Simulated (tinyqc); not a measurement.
Inside a calculation. Model: free and trapped electrons in a MOS channel with a dense trap tail.

Numbers from tinyqc (`OMP_NUM_THREADS=1 python tinyqc.py 2222181 2222182 out.jsonl`; about 0.02 s on one thread of a shared Intel Xeon 2.30GHz). Printed values are rounded.

p-type body, charge-sheet picture, full ionisation (an idealisation for deep acceptors), Boltzmann statistics for free electrons. e = Ec - EF at the surface. Acceptor-like traps of density D(E) = D0 + De exp(-E/Ew) at depth E below Ec, from 0 to Eu, hold n_t = integral of D(E)/(1 + exp((e - E)/Vt)). psi = Eg - Vt ln(Nv/Na) - e; N_dep = sqrt(2 eps0 eps_r Na (psi - Vt)/q); n_f = sqrt(N_dep^2 + 2 eps0 eps_r Vt Nc exp(-e/Vt)/q) - N_dep; Vg = Vfb + psi + q (N_dep + n_t + n_f)/Cox, Cox = eps0 eox/tox.

Inputs (values chosen for the exercise); band and dielectric values close to those of 4H silicon carbide: temperature T = 250 K; band gap Eg = 3.2 eV; relative permittivity eps_r = 9.75; conduction-band density of states at T Nc = 1.28e19 cm^-3; valence-band density of states at T Nv = 1.86e19 cm^-3; relative permittivity of the insulator eox = 3.9; insulator thickness tox = 61 nm; acceptor density Na = 5.7e16 cm^-3; flat-band voltage without trapped charge Vfb = -2.05 V; constant background density of acceptor-like traps D0 = 1.1e10 cm^-2 eV^-1; density of the tail at the conduction edge De = 3e13 cm^-2 eV^-1; decay energy of the tail Ew = 0.05 eV; depth below Ec down to which the traps reach Eu = 0.65 eV; mobility of free electrons mf = 170 cm^2/(V s); Ec - EF at the surface e = 0.085 eV.

Constants: q = 1.602176634e-19 C, kB = 1.380649e-23 J/K, Vt = kB T/q, eps0 = 8.8541878128e-14 F/cm where lengths are in cm. Results are converted to the units shown.

## Trapped charge

Trapezoid rule on 13 equal steps from 0 to Eu, f = 1/(1 + exp((e - E)/Vt)).

| point | E (eV) | D(E) f (cm^-2 eV^-1) |
|---|---|---|
| 0 | 0 | 5.694249e11 |
| 1 | 0.05 | 1.818034e12 |
| 2 | 0.1 | 2.716864e12 |
| 3 | 0.15 | 1.434413e12 |
| 4 | 0.2 | 5.577889e11 |
| 5 | 0.25 | 2.130379e11 |
| 6 | 0.3 | 8.535861e10 |
| 7 | 0.35 | 3.835628e10 |
| 8 | 0.4 | 2.106387e10 |
| 9 | 0.45 | 1.470229e10 |
| 10 | 0.5 | 1.236200e10 |
| 11 | 0.55 | 1.150105e10 |
| 12 | 0.6 | 1.118433e10 |
| 13 | 0.65 | 1.106781e10 |

n_t = 3.612456e11 cm^-2

With 1600 steps n_t = 3.642e11 cm^-2; the coarse value is 0.82 % below it.

## Charges and gate voltage

psi, N_dep, n_f and Vg as defined, with the n_t given; free share n_f/(n_f + n_t); apparent mobility mf n_f/(n_f + n_t); gate voltage spent on traps q n_t/Cox.

psi = 2.990310 V
N_dep = 1.350398e12 cm^-2
n_f = 2.111529e10 cm^-2
Vg = 5.844476 V
free share = 5.522346 %
apparent mobility = 9.387988 cm^2/(V s)
gate voltage spent on traps = 1.022420 V
